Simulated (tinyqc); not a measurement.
Global model of a low-pressure process discharge: electron temperature, density, ion flux and ion energy: one step, computed by the program tinyqc. Command: `OMP_NUM_THREADS=1 python tinyqc.py 3111883 3111884 out.jsonl plasma walk`. One thread of a shared host (Intel(R) Xeon(R) Processor @ 2.30GHz), about 0.01 s of CPU time with the checks.

Maxwellian electrons with temperature T_e in eV, one positive ion, no negative ions, uniform bulk density n; rate constants have the Arrhenius form.

Question. Energy per pair and density. E_c = E_iz + (X0 exp(-E_ex/T_e) E_ex + K_el (3 m_0/M) T_e)/K_iz; wall potential V_s = (T_e/2) ln(M/(2 pi m_0)); E_T = E_c + 2 T_e + T_e/2 + V_s; n = P/(e u_B A_eff E_T); ion current density J = e h_L n u_B; ionised share n/n_g.

Inputs (values chosen for the exercise, of the order of those of an inductive discharge in a simple atomic gas):
```
quantity,value,unit
ion mass M,19,u
ionisation energy E_iz,16.3,eV
excitation prefactor X0,1.2e-14,m^3/s
excitation energy E_ex,10,eV
elastic rate constant K_el,1.6e-13,m^3/s
gas temperature T_g,500,K
radius R,17,cm
height L,20,cm
absorbed power P,150,W
```

T_e = 2.230036 eV

K_iz = 1.673212e-17 m^3/s

Bohm velocity u_B = 3365.191 m/s

A_eff = 431.5983 cm^2

h_L = 0.1287905

gas density n_g = 4.780361e+20 1/m^3

Constants: m_0 = 9.1093837015e-31 kg; u = 1.6605390666e-27 kg; e = 1.602176634e-19 C.

Give: collisional loss per pair E_c; wall potential V_s; E_T; plasma density n; ion current density J; ionised share.

Answer.

collisional loss per pair E_c = 99.09 eV

wall potential V_s = 9.606 V

E_T = 114.3 eV

plasma density n = 5.641e+10 1/cm^3

ion current density J = 0.3917 mA/cm^2

ionised share = 1.180e-04

Collisions take 87 % of the power and the walls the rest. T_e came from the particle balance alone; the power sets only n. Caution: at so short an ion path the formulas for h_L and h_R give way to the ambipolar-diffusion limit.
